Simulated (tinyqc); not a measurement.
Inside a calculation: Gamma, L and X subbands of a thin body with non-parabolic valleys. Values are carried at full precision from step to step, so a last printed digit may differ when a step is redone from the rounded ones.

Hard walls, flat band, c = hbar^2/2m0, energies from the bulk Gamma edge. For a valley at angle theta to the normal 1/m_z = cos^2/ml + sin^2/mt and m_d = sqrt(ml mt^2/m_z). Subband n starts at E_v + e with e (1 + a e) = c (n pi/t)^2/m_z, and its density-of-states mass is taken as m_d (1 + 2 a e), without further growth at higher in-plane energy. Groups are named by valley and degeneracy.

Constants: hbar^2/2m0 = 3.80998211 eV angstrom^2; kB = 8.617333262e-05 eV/K.

Values chosen for the exercise (near those of a thin Ge channel; the results hold for these values, not for the real material):
- face = 100 (surface)
- mG = 0.0376 m0 (Gamma mass)
- aG = 1.05 1/eV (Gamma non-parabolicity)
- EL = -0.126 eV (L edge above Gamma)
- mL = (1.602, 0.084) m0 (L valleys (four, along <111>): ml, mt)
- EX = 0.06 eV (X edge above Gamma)
- mX = (0.9, 0.189) m0 (Delta valleys (six, along <100>): ml, mt)
- aS = 0.49 1/eV (non-parabolicity of L and X)
- t = 32 angstrom (body thickness)
- Ns = 4.5 x 1e12/cm^2 (sheet density)
- T = 300 K (temperature)
- eot = 13 angstrom (equivalent oxide thickness)

## Valley groups

List degeneracy, edge, m_z, m_d and a.

Groups:
```
group  g  E_v (eV)     m_z     m_d  a (1/eV)
G1     1     0.000  0.0376  0.0376      1.05
L4     4    -0.126  0.1228  0.3034      0.49
X2     2     0.060  0.9000  0.1890      0.49
X4     4     0.060  0.1890  0.4124      0.49
```

## Subband edges

n = 1 to 8 for each group; list the ten lowest.

Subbands:
```
subband  g  E (eV)  DOS mass
X2 n=1   2  0.1000    0.1964
L4 n=1   4  0.1387    0.3821
X2 n=2   2  0.2119    0.2171
X4 n=1   4  0.2387    0.4846
X2 n=3   2  0.3777    0.2479
X2 n=4   2  0.5802    0.2854
G1 n=1   1  0.5994    0.0849
X4 n=2   4  0.6605    0.6551
L4 n=2   4  0.7198    0.5549
X2 n=5   2  0.8068    0.3273
```

The lowest subband is X2 n=1, 39 meV below L4 n=1; in the bulk the lowest valley is L.

## Filling and quantum capacitance

n_i = g m/(2 pi c) kB T ln(1 + exp((EF - E_i)/kB T)), sum n_i = Ns (1e12/cm^2 = 1e-4/angstrom^2), c = hbar^2/2m0. Quantum capacitance Cq = 1602.176634 sum g m/(2 pi c) f_i in microfarad/cm^2 with f_i = 1/(1 + exp((E_i - EF)/kB T)); Cox = 34.5313/eot (one gate); C/Cox = Cq/(Cq + Cox), the centroid term left out.

Over the ten listed subbands, named by valley (G, L, X), degeneracy and number.

EF = 0.0891 eV

n_i in the order of the list (1e12/cm^2): 2.138  2.257  0.040  0.064  0.000  0.000  0.000  0.000  0.000  0.000

Cq = 24.13 microfarad/cm^2
Cox = 2.656 microfarad/cm^2
C/Cox = 0.901

EF lies 11 meV below the lowest edge; Gamma holds 0 % of the electrons. The density of states is ample: only 10 % of the gate capacitance is lost.

## Checks

- Cq against the slope dNs/dEF by finite differences, microfarad/cm^2: both 24.13.

Computed by tinyqc, a small Python program: `OMP_NUM_THREADS=1 python tinyqc.py 1250305 1250306 out.jsonl` (the numbers bound the seed that draws the inputs); one thread of a shared host (Intel(R) Xeon(R) Processor @ 2.30GHz), about 0.03 s for the whole set of steps.
